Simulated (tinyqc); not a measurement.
Inside a calculation. Model: Koster-Slater impurity in a tight-binding band, by Green functions and by supercells. Computed by tinyqc, a small Python program that keeps every step. Command: `OMP_NUM_THREADS=1 python tinyqc.py 3008027 3008028 out.jsonl kosterslater walk`. One thread of a shared host (Intel(R) Xeon(R) Processor @ 2.30GHz), about 0.04 s of CPU time with the checks. Intermediate numbers are printed to about 5 digits and carried at full precision; extremes and crossings named in words are read from the listed rows.

One orbital per site, e(k) = -2 t sum cos(k_i) over 2 direction(s), band from -4 t to 4 t, lattice constant 1. One site has the extra energy U. Spin is left out.

Inputs (values chosen for the exercise, for a model band):
```
quantity                  value      unit
hopping t                   0.6        eV
impurity potential U      -3.64        eV
supercell edge N              2     sites
energy inside the band E  -2.13        eV
broadening eta             0.06        eV
impurity concentration c  0.002  per site
```

Lattice: square.

Constants: hbar = 6.582119569e-16 eV s.

## The host Green function outside the band

Outside the band G0(E) = (2/(pi E)) K(m), m = 16 t^2/E^2, K the complete elliptic integral with parameter m. A bound state solves 1/U = G0(E). Energies: 0.05, 0.2, 0.5, 1, 2, 4 and 8 t beyond the band edge on the side of U, rounded to four digits.

Scan on the side of U:
```
E (eV)  G0 (1/eV)  1/U - G0 (1/eV)
-2.43    -0.85248          0.57776
-2.52    -0.65997          0.38525
-2.70    -0.52706          0.25233
-3.00    -0.42342          0.14869
-3.60    -0.32002          0.04529
-4.80    -0.22358         -0.05115
-7.20    -0.14301         -0.13172
```

G0 diverges at the band edge, so any U binds a state, exponentially weakly when U is small.

## The bound state

Bisection in ln(distance from the edge) between 1e-5 t and |U| + t. Weight on the impurity site: -1/(U^2 dG0/dE), by a central difference with step min(1e-4 t, distance/30). Decay length along an axis: 1/arccosh(1 + distance/(2 t)).

level E_b = -4.0451 eV

distance from the band edge = 1.6451 eV

weight on the impurity site = 0.88415

decay length = 0.66284 sites

The state is compact: most of it sits on the impurity.

## Green function inside the band

Inside the band G0(z), z = E + i eta, comes from the chain form 1/(sqrt(y - 2t) sqrt(y + 2t)) (principal roots) at y = z + 2 t cos k, averaged over k in (0, pi) with 200 Gauss-Legendre points.

G0(E + i eta) = -0.58244-0.41715i 1/eV

## Scattering

T = U/(1 - U G0); phase shift delta = -arg(1 - U G0) in (-pi, pi]; host density of states -Im G0/pi; on the impurity -Im[G0/(1 - U G0)]/pi; lifetime of a band state hbar/(-2 c Im T).

T matrix = 1.1452-1.5525i eV

phase shift delta = 2.2063 rad

host density of states = 0.13278 1/eV

density of states on the impurity = 0.037297 1/eV

scattering lifetime = 105.99 fs

The Born approximation would take Im T = U^2 Im G0 = -5.53 eV, 3.56 times the full value.

## The supercell Hamiltonian at Gamma

H_ij = -t for each bond from i to j, images included (two bonds add when N = 2); H_11 = U; sites are numbered with the last coordinate running fastest. Diagonalise.

H (eV):
```
       1      2      3      4
1  -3.64  -1.20  -1.20   0.00
2  -1.20   0.00   0.00  -1.20
3  -1.20   0.00   0.00  -1.20
4   0.00  -1.20  -1.20   0.00
```

levels (eV): -4.4072  -1.2057  0.0000  1.9729

## The level in the supercell

In a periodic cell of N sites along each direction with Bloch vector K, the level solves 1/U = N^-d sum_k 1/(E - e(k)), k_i = (2 pi m_i + K_i)/N, m_i = 0..N-1; the outermost root on the side of U is taken (bisection). d is the number of directions. Gamma means K_i = 0, the zone corner K_i = pi, the quarter point K_i = pi/2. The error is measured against the isolated level E_b.

level at Gamma = -4.4072 eV

level at the corner = -3.64 eV

level at the quarter point = -4.0319 eV

error at Gamma = -0.36209 eV

width between Gamma and the corner = 0.76723 eV

Images turn the level into a band 0.767 eV wide; the quarter point misses the isolated level by 0.013 eV, far less than Gamma, because the leading hopping between images averages out there.

## Convergence with cell size

Even N; errors against the isolated level E_b, set to 0 below 1e-6 t.

Error of the level (eV):
```
N   sites        Gamma      corner  quarter point
2       4  -3.6209e-01  4.0514e-01     1.3272e-02
4      16  -1.3773e-02  1.3272e-02     2.2115e-05
6      36  -5.3444e-04  5.2631e-04              0
8      64  -2.2206e-05  2.2115e-05              0
12    144            0           0              0
16    256            0           0              0
```

The error at Gamma falls exponentially, between the last two resolved rows by exp(-1.590) per site against 1/(decay length) = 1.509; the rest is the power-law prefactor of the Green function. Gamma and the corner err in opposite directions. Among the sizes listed an error below 1 meV is first reached at N = 6 at Gamma; at the quarter point N = 4 is enough.

## Phase shift across the band

delta/pi = -arg(1 - U G0)/pi counts the states added below E (Friedel); host DOS = -Im G0/pi, DOS on the impurity = -Im[G0/(1 - U G0)]/pi; 13 evenly spaced energies from -(band edge + |U| + 2t) to +(band edge + |U| + 2t).

Across the spectrum:
```
E (eV)   Re G0 (1/eV)  host DOS (1/eV)  DOS on the impurity (1/eV)  delta/pi
-7.2400      -0.14216          0.00040                    0.001708   0.00300
-6.0333      -0.17294          0.00060                    0.004353   0.00587
-4.8267      -0.22210          0.00102                    0.027639   0.01932
-3.6200      -0.31741          0.00228                    0.091987   0.94700
-2.4133      -0.75777          0.05940                    0.016719   0.88265
-1.2067      -0.43561          0.18041                    0.039228   0.58804
0.0000        0.00000          0.42847                    0.017134   0.43591
1.2067        0.43561          0.18041                    0.016488   0.21437
2.4133        0.75777          0.05940                    0.004072   0.05692
3.6200        0.31741          0.00228                    0.000491   0.00386
4.8267        0.22210          0.00102                    0.000311   0.00205
6.0333        0.17294          0.00060                    0.000225   0.00134
7.2400        0.14216          0.00040                    0.000173   0.00095
```

delta/pi starts and ends near zero (+0.003 and +0.001): the impurity moves states but creates none. delta/pi rises at the bound state below the band (-4.045 eV), reaches 0.95 among these rows (1 in the limit of small eta, just above the level) and is paid back by the top of the band.

Checks made by the program: G0 at the level by a direct sum over directions (relative difference below 1e-10); diagonalisation against the k sum (relative difference below 1e-10).
